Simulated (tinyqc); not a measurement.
Inside a calculation. Method: plane-wave Kohn-Sham cycle with exchange-only LDA in a layered model solid. One step of it, computed by the program tinyqc.

Question. Iteration 1: levels at that k. Diagonalise the Hermitian matrix.

H (hartree), order -3, -2, -1, +0, +1, +2, +3:
```
[[1.432899, -0.150000, 0.000000, 0.000000, 0.000000, 0.000000, 0.000000],
 [-0.150000, 0.537696, -0.150000, 0.000000, 0.000000, 0.000000, 0.000000],
 [0.000000, -0.150000, 0.000575, -0.150000, 0.000000, 0.000000, 0.000000],
 [0.000000, 0.000000, -0.150000, -0.178465, -0.150000, 0.000000, 0.000000],
 [0.000000, 0.000000, 0.000000, -0.150000, 0.000575, -0.150000, 0.000000],
 [0.000000, 0.000000, 0.000000, 0.000000, -0.150000, 0.537696, -0.150000],
 [0.000000, 0.000000, 0.000000, 0.000000, 0.000000, -0.150000, 1.432899]]
```

Give: eigenvalues.

Answer.

eigenvalues (hartree): [-0.328, -0.039, 0.105, 0.553, 0.557, 1.458, 1.458]
